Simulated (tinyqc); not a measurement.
# Inductance and parasitic capacitance from two readings

Inverse problem. A loss-free coil L in parallel with C shows the apparent inductance L/(1 - w^2 L C), w = 2 pi f. Find L, C and the self-resonance 1/(2 pi sqrt(L C)).

apparent inductance at 8.1 and 17 GHz (nH): 0.82106048  1.5726298

Answer. The inverse of the reading is 1/L - w^2 C, a straight line in w^2.

L = 0.720 nH
C = 66.0 fF
self-resonance = 23.1 GHz

Numbers from tinyqc (`OMP_NUM_THREADS=1 python tinyqc.py 2302239 2302240 out.jsonl`; about 0.01 s on one thread of a shared Intel Xeon 2.30GHz).
